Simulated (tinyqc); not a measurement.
AlGaN/GaN HEMT with access regions, lumped model: one step of the calculation.

A polarisation-induced electron sheet under a Schottky gate, in series with two ungated access regions and contacts. Drift law v = mu E/(1 + mu E/vs) under the gate. Currents in mA/mm, resistances in ohm mm. No self-heating, no channel-length modulation; fits for polarisation, barrier and offset are chosen for the exercise.

Problem. Polarisation charge, threshold and sheet resistance. sigma = (5e13 x + 1.6e13 x^2) cm^-2, phiB = 0.84 + 1.3 x, dEc = 0.7 (1.71 x + x^2) in volts, Cb = eps0 eps_r/d, VT = phiB - dEc - q sigma/Cb, access density n0 = -Cb VT/q. Rsh = 1/(q mu n0); largest access current q n0 vs.

Values chosen for this exercise; values close to those of AlGaN/GaN structures: aluminium share of the barrier x = 0.23; barrier thickness d = 12 nm; relative permittivity of barrier and channel eps_r = 9.3; channel mobility mu = 1200 cm^2/(V s); saturation velocity vs = 1.5e7 cm/s.

Constants: q = 1.602176634e-19 C, eps0 = 8.8541878128e-14 F/cm where lengths are in cm. Results are converted to the units shown.

Find: sigma; Cb; VT; n0; Rsh; q n0 vs.

Solution.

sigma = 1.2346e13 cm^-2
Cb = 0.68620 uF/cm^2
VT = -2.0560 V
n0 = 8.8059e12 cm^-2
Rsh = 590.66 ohm
q n0 vs = 2116.3 mA/mm

Numbers from tinyqc (`OMP_NUM_THREADS=1 python tinyqc.py 2570046 2570047 out.jsonl`; about 0.01 s on one thread of a shared Intel Xeon 2.30GHz).
